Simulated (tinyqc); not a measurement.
Tunnelling through a gate dielectric, WKB transmission and Tsu-Esaki current: dielectrics compared at equal EOT.

Electrons leave the emitter at x = 0. Energies E (motion across the layers) are in eV from the emitter Fermi level; the collector Fermi level lies at -V and offers states at every E. No charge in the dielectric and no image force: F1 = V/t1, U = phi1 - F1 x. With C = hbar^2/(2 m0), kappa = sqrt(m (U - E)/C) where U > E and 0 elsewhere; T(E) = exp(-S), S = 2 times the integral of kappa over x.

A single layer of thickness t1 = EOT eps_r/3.9 for each dielectric, at V = 1.2 V. Each layer adds (2/F) sqrt(m/C) [G(u at its left edge) - G(u at its right edge)] to S, with u = U - E (0 where negative) and G(u) = (2/3) u^1.5. J = J0 times the integral of T(E) N(E) dE, N = ln[(1 + exp(-E/Vt))/(1 + exp((-E - V)/Vt))], J0 = q^2 me m0 kB T/(2 pi^2 hbar^3) (times 1e-4 for A/cm^2 per eV), from E = -Ef to far above the barrier (T = 1 there), by quadrature converged to the digits shown.

Parameters, values chosen for the exercise:
- T = 300 K (temperature)
- Ef = 2.6 eV (Fermi energy of the emitter above its band bottom)
- me = 1 m0 (emitter mass in the supply function)
- EOT = 1.5 nm (equivalent oxide thickness)

Constants: q = 1.602176634e-19 C, kB = 1.380649e-23 J/K, hbar = 1.054571817e-34 J s, m0 = 9.1093837015e-31 kg, Vt = kB T/q, hbar^2/(2 m0) = 0.0380998212 eV nm^2. Results are converted to the units shown.

Dielectrics (values chosen for the exercise, close to those of the materials named):

|  | eps_r | phi1 (eV) | m1 (m0) |
|---|---|---|---|
| silicon dioxide | 3.76 | 3.03 | 0.5 |
| silicon nitride | 7.48 | 2.17 | 0.49 |
| aluminium oxide | 9.33 | 2.58 | 0.41 |
| hafnium oxide | 22 | 1.55 | 0.2 |
| zirconium oxide | 26 | 1.42 | 0.26 |

Leakage at equal EOT:

|  | t1 (nm) | S at E = 0 | J (A/cm^2) | eps_r sqrt(m1 phi1) |
|---|---|---|---|---|
| silicon dioxide | 1.446 | 16.29 | 137.8 | 4.628 |
| silicon nitride | 2.877 | 25.69 | 0.001928 | 7.713 |
| aluminium oxide | 3.588 | 33.00 | 1.242e-6 | 9.596 |
| hafnium oxide | 8.462 | 37.11 | 5.251e-9 | 12.25 |
| zirconium oxide | 10.00 | 46.12 | 8.260e-12 | 15.80 |

What do the numbers show?

From the lowest current to the highest: zirconium oxide, hafnium oxide, aluminium oxide, silicon nitride, silicon dioxide; the span is 13.2 decades. The figure eps_r sqrt(m1 phi1), to which S is proportional at low voltage, gives the same order.

Program tinyqc, `OMP_NUM_THREADS=1 python tinyqc.py 2540145 2540146 out.jsonl`; Intel Xeon 2.30GHz, shared host, one thread, about 0.04 s.
